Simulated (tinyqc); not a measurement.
Three ways to the same curve: density of states of one tight-binding band of a chain.

E(k) = -2 t cos(2 pi k) - 2 t2 cos(4 pi k); k in fractions of the reciprocal vectors, mesh k_i = j/N with j = 0 .. N-1. Densities are per cell and per spin, so the band holds one state.

Each interval of the mesh is a segment with E linear in k: n = (E - e1)/(e2 - e1), g = 1/(e2 - e1) between its end values.

Gaussian broadening: g(E) = mean over the mesh of exp(-(E - E_k)^2/(2 sigma^2))/(sigma sqrt(2 pi)), n(E) = mean of erfc((E_k - E)/(sigma sqrt 2))/2.

Inputs chosen for the exercise:
```
symbol  value  unit  meaning
t       0.89   eV    nearest hopping
t2      0.11   eV    second hopping
N2      24           mesh points along each axis in this comparison
sigma   0.089  eV    Gaussian width
```

N = N2 here; the reference is the linear method with N = 4000.

g(E) (1/eV):
```
E (eV)  reference  linear segments  Gaussian, sigma  Gaussian, sigma/4  reference n(E)
-1.676      0.259            0.323            0.372              0.816           0.160
-1.352      0.196            0.212            0.217              0.000           0.232
-1.028      0.173            0.174            0.021              0.000           0.291
-0.705      0.164            0.163            0.262              0.005           0.346
-0.381      0.163            0.163            0.172              0.000           0.399
-0.057      0.168            0.170            0.024              0.000           0.452
0.266       0.181            0.193            0.327              0.176           0.508
0.590       0.206            0.193            0.295              0.034           0.571
0.913       0.253            0.239            0.237              0.001           0.644
1.237       0.374            0.322            0.410              0.931           0.742
```

Root-mean-square errors against the reference: 0.0274 for linear segments, 0.0988 for sigma and 0.2937 for sigma/4. The narrow Gaussian is worse than the wide one, because it resolves the separate mesh levels. The reference is highest at 1.237 eV of the energies listed, and half filling lies between -0.057 and 0.266 eV.

tinyqc: `OMP_NUM_THREADS=1 python tinyqc.py 1681421 1681422 out.jsonl`; about 0.01 s, one thread, shared Intel(R) Xeon(R) Processor @ 2.30GHz.
